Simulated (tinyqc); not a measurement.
Worked calculation: tight binding, honeycomb lattice. One step of it, computed by the program tinyqc.

Task: Bloch Hamiltonian at k. H_AB = -t1 (1 + exp(-i k.a1) + exp(-i k.a2)); H_AA = delta - 2 t2 sum cos(k.b + phi), H_BB = -delta - 2 t2 sum cos(k.b - phi), b = a1, a2 - a1, -a2.

Parameters chosen for this model:

| parameter | value | unit |
|---|---|---|
| t1 | 1.880000 | eV, nearest |
| t2 | 0 | eV, second neighbours |
| phi | 1.570000 | rad, phase of t2 (Haldane) |
| delta | 0.650000 | eV, +/- on A and B |

k point k (fractions of the reciprocal vectors): 0.500000  0.130000

Give: H(k) at k.

Result:

H(k) at k (eV):
```
                 A                B
A           0.6500  -1.2869+1.3705i
B  -1.2869-1.3705i          -0.6500
```
